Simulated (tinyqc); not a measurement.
Pinning of the barrier by interface states.

Cowley-Sze model with the space charge neglected: phiB = S (phiM - chi) + (1 - S)(Eg - phi0), S = 1/(1 + q Dit dl/(eps0 ei)), dl in cm.

Parameters, values chosen for the exercise; band and dielectric values close to those of silicon:
- Eg = 1.14 eV (band gap)
- chi = 3.98 eV (electron affinity)
- dl = 0.5 nm (thickness of the interfacial layer)
- ei = 1 (relative permittivity of the interfacial layer)
- phi0 = 0.36 eV (neutral level above the valence band)
- phiM = 4.65 eV (metal work function)

Constants: q = 1.602176634e-19 C, eps0 = 8.8541878128e-14 F/cm where lengths are in cm. Results are converted to the units shown.

Results:
```
Dit (cm^-2 eV^-1)         S  phiB (eV)  change of phiB for 0.5 eV more work function (eV)
1e11                0.99103    0.67099                                            0.49552
3e11                0.97357    0.67291                                            0.48679
1e12                0.91703    0.67913                                            0.45852
3e12                0.78652    0.69348                                            0.39326
1e13                0.52500    0.72225                                            0.26250
1e14               0.099527    0.76905                                           0.049763
3e14               0.035533    0.77609                                           0.017767
1e15               0.010932    0.77880                                          0.0054659
```

Estimate the missing row, Dit = 3e13 cm^-2 eV^-1.

Computed row:
```
Dit (cm^-2 eV^-1)        S  phiB (eV)  change of phiB for 0.5 eV more work function (eV)
3e13               0.26923    0.75038                                            0.13462
```

With this row back in the table: S falls from 0.991 to 0.0109, passing 1/2 at Dit = eps0 ei/(q dl) = 1.11e13 cm^-2 eV^-1. The barrier rises from 0.671 to 0.779 eV, from near the Schottky-Mott value phiM - chi = 0.670 eV towards the pinned value Eg - phi0 = 0.780 eV.

Computed by the program tinyqc: `OMP_NUM_THREADS=1 python tinyqc.py 2020115 2020116 out.jsonl`, one thread of a shared Intel Xeon 2.30GHz, about 0.08 s for the whole run.
